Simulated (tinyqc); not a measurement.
Worked calculation: valence-band anticrossing with a localised impurity level. Values are carried at full precision from step to step, so a last printed digit may differ when a step is redone from the rounded ones.

Host valence band EM(k) = al x - c k^2/mM, c = hbar^2/2m0, coupled to a flat level EI by V = C sqrt(x): H = [[EM, V], [V, EI]], E+/- = (EM + EI)/2 +/- sqrt((EM - EI)^2/4 + V^2). The host weight of a state at E is f = 1/(1 + V^2/(E - EI)^2), and its mass at k = 0 is mM/f. The gap is Eg - E+(0), the conduction edge staying at Eg.

Constants: hbar^2/2m0 = 3.80998211 eV angstrom^2.

Inputs chosen for the exercise (host near GaAs; the results hold for these values, not for the real material):
- Eg = 1.518 eV (gap at Gamma to the s-like level)
- mM = 0.38 m0 (mass of the host band)
- EI = -0.279 eV (impurity level, from the valence top of the host)
- C = 1.5 eV (coupling)
- al = 0.7 eV (linear shift of the host edge)
- x = 0.032 (impurity fraction)
- k = 0.062 1/angstrom (wave vector)

## The two levels at k = 0

Give EM, V, both levels, their host weights, the gap and the mass of the band at the gap.

EM(0) = 0.0224 eV
V = 0.2683 eV

E-, E+ (eV): -0.4361  0.1795

host weights: 0.2552  0.7448

gap = 1.3385 eV
mass of E+ = 0.5102 m0

The gap is 179 meV below that of the host, 56 meV per 1 % of impurity. V/|EM - EI| = 0.89; second-order perturbation theory would shift the host level by V^2/(EM - EI) = +239 meV, the exact shift is +157 meV.

## The levels at one k

Fill in the matrix and give levels and weights.

H (eV):
```
             host  impurity
host      -0.0161    0.2683
impurity   0.2683   -0.2790
```

E-, E+ (eV): -0.4464  0.1512

host weights: 0.2801  0.7199

## Dispersion

Seven points from k = 0 to 0.3 1/angstrom.

Levels (eV):
```
k (1/angstrom)       EM       E-       E+  host weight of E+
0.000            0.0224  -0.4361   0.1795              0.745
0.050           -0.0027  -0.4426   0.1610              0.729
0.100           -0.0779  -0.4650   0.1081              0.675
0.150           -0.2032  -0.5121   0.0299              0.570
0.200           -0.3787  -0.6017  -0.0559              0.409
0.250           -0.6042  -0.7554  -0.1279              0.241
0.300           -0.8800  -0.9823  -0.1766              0.127
```

E+ flattens towards EI = -0.279 eV, which it cannot cross: its width is bounded by 0.458 eV, of which 78 % is used up at the last point. The unmixed host band crosses EI at k = 0.1734 1/angstrom, where the splitting is smallest, 2V = 0.537 eV.

## Checks

- Closed form against diagonalisation: they agree to 1e-10 or better.
- Mass mM/f against the curvature of the band: both 0.5102.

Computed by tinyqc, a small Python program: `OMP_NUM_THREADS=1 python tinyqc.py 1051356 1051357 out.jsonl` (the numbers bound the seed that draws the inputs); one thread of a shared host (Intel(R) Xeon(R) Processor @ 2.30GHz), about 0.01 s for the whole set of steps.
